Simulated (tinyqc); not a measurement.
Worked calculation: Pariser-Parr-Pople SCF with singles CI, for the molecule O=c1cccccc1 (SMILES; centres numbered as the heavy atoms are written). One step of it, computed by the program tinyqc.

Problem. PPP integrals. Ohno: gamma = 14.399645/sqrt(R^2 + a^2), a = 2 x 14.399645/(gamma_rr + gamma_ss); H_rr = -W_r - sum_(s != r) z_s gamma_rs; H_rs = beta for bonds.

Centres (angstrom, eV; a flat drawing with bonds scaled to 1.40 angstrom):

| centre | x | y | core charge z | W | gamma_rr |
|---|---|---|---|---|---|
| 1O | 2.637000 | 0.000000 | 1 | 17.700000 | 15.200000 |
| 2C | 1.237000 | 0.000000 | 1 | 11.160000 | 11.130000 |
| 3C | 0.629000 | 1.261000 | 1 | 11.160000 | 11.130000 |
| 4C | -0.736000 | 1.573000 | 1 | 11.160000 | 11.130000 |
| 5C | -1.830000 | 0.700000 | 1 | 11.160000 | 11.130000 |
| 6C | -1.830000 | -0.700000 | 1 | 11.160000 | 11.130000 |
| 7C | -0.736000 | -1.573000 | 1 | 11.160000 | 11.130000 |
| 8C | 0.629000 | -1.261000 | 1 | 11.160000 | 11.130000 |

Resonance integrals (eV):

| i | j | beta |
|---|---|---|
| 1 | 2 | -2.510000 |
| 2 | 3 | -2.390000 |
| 3 | 4 | -2.390000 |
| 4 | 5 | -2.390000 |
| 5 | 6 | -2.390000 |
| 6 | 7 | -2.390000 |
| 7 | 8 | -2.390000 |
| 8 | 2 | -2.390000 |

Give: repulsion gamma_rs; core matrix H.

Solution.

repulsion gamma_rs (eV), lower triangle:
```
        1O      2C      3C      4C      5C      6C      7C      8C
1O  15.200
2C   8.105  11.130
3C   5.514   7.554  11.130
4C   3.712   5.078   7.553  11.130
5C   3.095   4.233   5.080   7.555  11.130
6C   3.095   4.233   4.234   5.079   7.554  11.130
7C   3.712   5.078   4.234   4.233   5.079   7.555  11.130
8C   5.514   7.554   5.080   4.234   4.234   5.080   7.553  11.130
```

core matrix H (eV), lower triangle:
```
         1O       2C       3C       4C       5C       6C       7C       8C
1O  -50.449
2C   -2.510  -52.996
3C    0.000   -2.390  -50.410
4C    0.000    0.000   -2.390  -48.604
5C    0.000    0.000    0.000   -2.390  -47.991
6C    0.000    0.000    0.000    0.000   -2.390  -47.991
7C    0.000    0.000    0.000    0.000    0.000   -2.390  -48.604
8C    0.000   -2.390    0.000    0.000    0.000    0.000   -2.390  -50.410
```
